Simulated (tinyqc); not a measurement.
Thickness from two neighbouring fringes.

Inverse problem. At normal incidence a transparent film with an index between those of air and substrate, taken as constant, has reflectance minima at 2 n1 d = (m + 1/2) lam (small phase shifts at the substrate neglected). Find d and the order m of the shorter wavelength.

Values chosen for this exercise:
```
symbol  value  unit                        meaning
n1      1.627        index of the transparent film
```

wavelengths of two neighbouring reflectance minima (nm): 458  511.88235

Solution. Neighbouring orders differ by one: 2 n1 d (1/lam1 - 1/lam2) = 1.

d = 1.34e3 nm
m = 9

Computed by the program tinyqc: `OMP_NUM_THREADS=1 python tinyqc.py 2870221 2870222 out.jsonl`, one thread of a shared Intel Xeon 2.30GHz, about 0.01 s for the whole run.
